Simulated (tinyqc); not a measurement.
Deep-level transient spectroscopy (DLTS) of one majority-carrier trap: one step, computed by the program tinyqc.

A filling pulse loads the traps in a one-sided junction; under reverse bias they empty at the rate e, and the capacitance relaxes as C(t) = C_0 - dC exp(-e t). The signal is S = [C(t_2) - C(t_1)]/dC.

Task: Emission rate at T. e = g sigma v N_b exp(-E/k_B T), v = sqrt(3 k_B T/m), N_b = 2 M (2 pi m k_B T/h^2)^(3/2), sigma = sigma_0, E = E_t.

Inputs (values chosen for the exercise, with mass and screening modelled on GaN):

| quantity | value | unit |
|---|---|---|
| density-of-states mass m | 0.203 | m_0 |
| valleys M | 1 | - |
| trap depth E_t | 0.937 | eV |
| cross-section sigma_0 | 2.7e-16 | cm^2 |
| degeneracy ratio g | 2 | - |
| temperature T | 453 | K |

Carriers: electrons. Extra term: none.

Constants: k_B = 8.617333262e-05 eV/K; k_B = 1.380649e-23 J/K; m_0 = 9.1093837015e-31 kg; h = 6.62607015e-34 J s.

Give: thermal velocity v; N_b; sigma; E; emission rate e.

Result:

thermal velocity v = 3.185e+07 cm/s

N_b = 4.259e+18 cm^-3

sigma = 2.70e-16 cm^2

E = 0.937 eV

emission rate e = 2.757 1/s
